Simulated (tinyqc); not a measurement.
All approximations against the coupling: Froehlich polaron in a polar crystal. Computed by tinyqc, a small Python program. Command: `OMP_NUM_THREADS=1 python tinyqc.py 3012632 3012633 out.jsonl frohlich walk`. One thread of a shared host (Intel(R) Xeon(R) Processor @ 2.30GHz), about 0.05 s of CPU time with the checks.

One electron in a parabolic band of mass m*, coupled to dispersionless LO phonons in the continuum model. Energies are in units of hbar omega unless marked, wave numbers in k_0 = sqrt(2 m* omega/hbar).

Inputs (values chosen for the exercise, modelled on cadmium telluride): band mass m* = 0.0931 m_0; LO phonon energy hbar omega = 21.3 meV; eps_inf = 7.3; static dielectric constant eps_s = 9.74; electron wave number k/k_0 = 0.72.

Constants: hbar^2/(2 m_0) = 3.80998212 eV angstrom^2; e^2/(4 pi eps_0) = 14.39964548 eV angstrom.

Method:
- 1/eps* = 1/eps_inf - 1/eps_s; k_0 = sqrt(2 m* omega/hbar) = sqrt(m* hbar omega / (hbar^2/(2 m_0))) with m* in m_0; alpha = (e^2/(4 pi eps_0)) k_0/(2 eps* hbar omega); polaron length 1/k_0.
- Feynman's bound: E(v, w) = 3 (v - w)^2/(4 v) - (alpha v/sqrt(pi)) int_0^infinity e^-u D(u)^(-1/2) du, D = w^2 u + ((v^2 - w^2)/v)(1 - e^(-v u)); integrals by 80 Gauss-Legendre points in s from 0 to 1 with u = 40 s^2.
- Minimise over v > w > 0 (simplex search); mass m_p/m* = 1 + (alpha v^3/(3 sqrt(pi))) int u^2 e^-u D^(-3/2) du.
- Other columns: second order -alpha; Landau-Pekar Gaussian -alpha^2/(3 pi); Lee-Low-Pines mass 1 + alpha/6. The polaron energy in meV uses the given hbar omega.

coupling constant alpha = 0.264639

Energies (hbar omega) and masses (m*):
```
alpha  second order     Gaussian    Feynman  Feynman (meV)  mass, LLP  mass, Feynman     v     w
0.066        -0.066  -4.6219e-04  -0.066054        -1.4069      1.011          1.011  3.01  2.99
0.13          -0.13   -0.0017931   -0.13021        -2.7735     1.0217          1.022  3.01  2.98
0.26          -0.26   -0.0071726   -0.26085        -5.5560     1.0433          1.045  3.03  2.97
0.42          -0.42    -0.018717   -0.42223        -8.9934       1.07          1.075  3.04  2.95
3.7            -3.7      -1.4526    -3.9140        -83.369     1.6167           2.33  3.58  2.43
6.7            -6.7      -4.7630    -7.6752        -163.48     2.1167          11.36   5.4  1.68
9.7            -9.7      -9.9833    -12.866        -274.06     2.6167          94.97  11.7  1.23
13              -13      -17.931    -20.791        -442.84     3.1667          412.8  22.2  1.11
```

What does the comparison show, and why?

All three energies are upper bounds (-alpha through the Lee-Low-Pines state), and the Feynman value is the lowest in every row. It lies within 5 % of -alpha up to alpha = 0.42; at alpha = 13 it is 1.16 times the Gaussian value, whose alpha^2 law it approaches with a constant shift of about -3 ln 2 - 3/4 = -2.83 (here -2.86). The mass stays within 10 % of 1 + alpha/6 up to alpha = 0.42 and reaches 413 m* in the last row; w falls from 2.99 towards 1 while v grows to 22.2.

Extremes, crossings and ranges named in words are read from the listed rows.
